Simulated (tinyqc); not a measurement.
## Index ratio and exit index from two stacks

Question. A quarter-wave stack has T0 = 4 y/(1 + y)^2 with y = (ns/n0)(nH/nL)^(2 N), and y > 1 here. Find nH/nL and ns/n0.

T0 for N = 6 and 8 pairs (%): [1.069407274, 0.1709773175]

Solution. sqrt(1 - T0) = |1 - y|/(1 + y) gives y for each stack; two more pairs multiply y by (nH/nL)^4.

nH/nL = 1.58
ns/n0 = 1.50

Numbers from tinyqc (`OMP_NUM_THREADS=1 python tinyqc.py 2650030 2650031 out.jsonl`; about 0.01 s on one thread of a shared Intel Xeon 2.30GHz).
